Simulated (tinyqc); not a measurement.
Two-diode model of a solar cell: one step of the calculation.

J is the current delivered and Vj = V + J Rs the junction voltage. J = X JL - J01 (exp(Vj/(n1 Vt)) - 1) - J02 (exp(Vj/(2 Vt)) - 1) - Vj/Rp. The photocurrent does not depend on voltage.

Task. New Vj. Maximum power: dP/dVj = f = J (1 + 2 Rs G) - G Vj = 0. G = -dJ/dVj = J01 exp(Vj/(n1 Vt))/(n1 Vt) + J02 exp(Vj/(2 Vt))/(2 Vt) + 1/Rp. H = dG/dVj; f' = -2 G - 2 Rs G^2 + (2 Rs J - Vj) H; Vj(new) = Vj - f/f'.

Inputs (values chosen for the exercise); values of the order met in cells of CIGS:
```
symbol,value,unit,meaning
T,298.15,K,temperature
JL,33.2,mA/cm^2,photocurrent at one sun
X,0.1,suns,concentration
J01,3.1e-14,A/cm^2,saturation current of the first diode
n1,1,,ideality factor of the first diode
Rs,0,ohm cm^2,series resistance
Rp,20000,ohm cm^2,shunt resistance
J02,4.6e-8,A/cm^2,saturation current of the second diode (ideality 2)
```

Constants: q = 1.602176634e-19 C, kB = 1.380649e-23 J/K, Vt = kB T/q. Results are converted to the units shown.

Vj at the start = 0.65251440 V

Give: J; G; H; f; f'; Vj after iteration 1.

Result.

J = -15.09 mA/cm^2
G = 0.4222 S/cm^2
H = 10.73 S/(cm^2 V)
f = -290.6 mA/cm^2
f' = -7.846 S/cm^2
Vj after iteration 1 = 0.6155 V

tinyqc, about 0.02 s, one thread, Intel Xeon 2.30GHz (shared host): `OMP_NUM_THREADS=1 python tinyqc.py 2280122 2280123 out.jsonl`
